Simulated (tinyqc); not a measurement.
Neutral against charged centre: deep level as a short-range spherical well.

Lucovsky model (delta well, plane-wave final states, no local-field factor): sigma = (32 pi alpha c/(3 n_r m Et)) (x - 1)^(3/2)/x^3, x = h nu/Et, c = hbar^2/2m0; 1 angstrom^2 = 1e-16 cm^2.

Constants: hbar^2/2m0 = 3.80998211 eV angstrom^2; fine-structure constant alpha = 0.007297352564.

Parameters, chosen for this exercise (out of a larger set: near those of 4H SiC; not measured data): m = 0.404 m0 (mass); n_r = 2.67 (refractive index); xs = (1.04, 1.25, 1.4, 1.71, 2.13, 3.25, 4.68, 7.91) (photon energies h nu/Et).

Et = 0.28065 eV

Lucovsky cross-section, its shape relative to the peak, and the shape of a hydrogen-like centre relative to threshold: x^-4 exp(4 - 4 atan(e)/e)/(1 - exp(-2 pi/e)), e = sqrt(x - 1).

Results:
```
x     h nu (eV)  sigma (1e-18 cm^2)  relative to peak  hydrogen-like
1.04      0.292                2.19             0.057          0.901
1.25      0.351                19.7             0.512          0.548
1.40      0.393                28.4             0.738          0.402
1.71      0.480                36.8             0.957          0.230
2.13      0.598                38.3             0.994          0.123
3.25      0.912                30.3             0.787          0.036
4.68      1.313                21.2             0.551          0.012
7.91      2.220                11.3             0.294          0.002
```

The short-range centre starts from zero, reaches half its peak at x = 1.24 and peaks at x = 2; in the last row it still has 29 % of the peak. The Coulomb centre is largest at threshold and is down to 0.2 % there. Reading the peak as the threshold would misplace the level by a factor 2, here 0.28 eV.

tinyqc: `OMP_NUM_THREADS=1 python tinyqc.py 1250770 1250771 out.jsonl`; about 0.01 s, one thread, shared Intel(R) Xeon(R) Processor @ 2.30GHz.
